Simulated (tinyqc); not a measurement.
Donor in an ellipsoidal valley (Kohn-Luttinger variational method). Changing the longitudinal mass m_l. Computed by tinyqc, a small Python program. Command: `OMP_NUM_THREADS=1 python tinyqc.py 3012057 3012058 out.jsonl kohnlutt sweep`. One thread of a shared host (Intel(R) Xeon(R) Processor @ 2.30GHz), about 0.09 s of CPU time with the checks.

H = -(d^2/dx^2 + d^2/dy^2) - gamma d^2/dz^2 - 2/r in units built on m_t, with gamma = m_t/m_l and z along the valley axis. One valley; no valley-orbit or central-cell term.

Inputs (values chosen for the exercise, modelled on germanium): transverse mass m_t = 0.0804 m_0; dielectric constant eps = 15.1.

Constants: Ry = 13.605693123 eV; a_0 = 0.529177210903 angstrom.

Method:
- Ry* = Ry m_t/eps^2, a* = a_0 eps/m_t, gamma = m_t/m_l.
- Trial function exp(-sqrt((x^2 + y^2)/a^2 + z^2/b^2)) with beta = b/a < 1: E = t/a^2 - u/a, t = (2 + gamma/beta^2)/3, u = 2 arcsin(sqrt(1 - beta^2))/sqrt(1 - beta^2); the best a is 2 t/u and E(beta) = -u^2/(4 t).
- Golden-section search on beta from 0.05 to 0.999, 60 steps.
- Gaussian basis: g = P exp(-al (x^2 + y^2) - be z^2) with P = 1 (s-like), z (2p0) or x (2p+-); al = 0.004 x 2.6^k, k = 0..11, and be/al = 1, gamma^(-1/2) or 1/gamma (36 functions); 1/r = (2/sqrt(pi)) int exp(-t^2 r^2) dt by 48 Gauss-Legendre points after t = sqrt(al_i + al_j) tan(theta); overlap eigenvalues below 1e-10 are dropped.

One run for each value; columns: (1) longitudinal mass m_l (m_0); (2) 1s binding energy, trial function (meV); (3) 2p0 binding energy (meV); (4) 2p+- binding energy (meV); (5) best beta; (6) 1s binding energy, Gaussian basis (meV):
```
(1)       (2)     (3)     (4)      (5)     (6)
0.096   5.085  1.3322  1.2416  0.93872   5.085
0.150   5.835  1.7145  1.3442  0.80127   5.835
0.230   6.581  2.1477  1.4366  0.68924   6.585
0.360   7.381  2.6735  1.5263  0.58917   7.390
0.560   8.175  3.2622  1.6071  0.50517   8.193
0.860   8.940  3.8957  1.6778  0.43541   8.970
1.300   9.662  4.5566  1.7388  0.37759   9.708
2.100  10.471  5.3737  1.8009  0.32025  10.541
3.200  11.148  6.1221  1.8483  0.27727  11.242
```

What does the table show?

Over the rows, 1s binding energy, trial function (meV) rises from 5.08 to 11.1 (exponent d ln y / d ln x 0.31 between the first rows and 0.15 between the last); 2p0 binding energy (meV) rises from 1.33 to 6.12 (exponent d ln y / d ln x 0.57 between the first rows and 0.31 between the last); 2p+- binding energy (meV) rises from 1.24 to 1.85 (exponent d ln y / d ln x 0.18 between the first rows and 0.062 between the last).

Extremes, crossings and ranges named in words are read from the listed rows.
